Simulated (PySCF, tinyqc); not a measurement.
Worked calculation: CIS and TDHF on RHF in the sto-6g basis, frozen core, for BeH+, spin multiplicity 1. The lowest restricted solution is unstable here: a spin-polarised one lies 0.0122 hartree lower (PySCF). One step of it, computed by the program tinyqc.

Task: CIS matrix, triplets. A(ia,jb) = (e_a - e_i) d_ij d_ab - (ij|ab).

orbital energies (hartree): [-5.054837, -0.637014, -0.252036, -0.124182, -0.124182, 0.073667]

Two-electron integrals over orbitals (pq|rs), unique and non-zero (hartree); the lowest 1 orbital is frozen and left out:
```
(22|22) 0.446901    (32|22) -0.064249   (32|32) 0.068397    (33|22) 0.328606
(33|32) 0.031197    (33|33) 0.420234    (42|42) 0.045975    (43|42) 0.035266
(43|43) 0.047829    (44|22) 0.345704    (44|32) 0.044919    (44|33) 0.378871
(44|44) 0.450117    (52|52) 0.045975    (53|52) 0.035266    (53|53) 0.047829
(54|54) 0.024258    (55|22) 0.345704    (55|32) 0.044919    (55|33) 0.378871
(55|44) 0.401601    (55|55) 0.450117    (62|22) 0.016095    (62|32) -0.057817
(62|33) -0.004963   (62|44) -0.070630   (62|55) -0.070630   (62|62) 0.117109
(63|22) -0.057142   (63|32) 0.064757    (63|33) 0.047967    (63|44) 0.039678
(63|55) 0.039678    (63|62) -0.062051   (63|63) 0.081298    (64|42) -0.024584
(64|43) -0.006864   (64|64) 0.021973    (65|52) -0.024584   (65|53) -0.006864
(65|65) 0.021973    (66|22) 0.453271    (66|32) -0.067394   (66|33) 0.357178
(66|44) 0.350019    (66|55) 0.350019    (66|62) 0.038811    (66|63) -0.058680
(66|66) 0.487526
```

Give: CIS matrix A, triplet.

Result:

CIS matrix A, triplet (hartree), order 2>3, 2>4, 2>5, 2>6:
```
[[0.0564, 0.0000, 0.0000, 0.0571],
 [0.0000, 0.1671, 0.0000, 0.0000],
 [0.0000, 0.0000, 0.1671, 0.0000],
 [0.0571, 0.0000, 0.0000, 0.2574]]
```
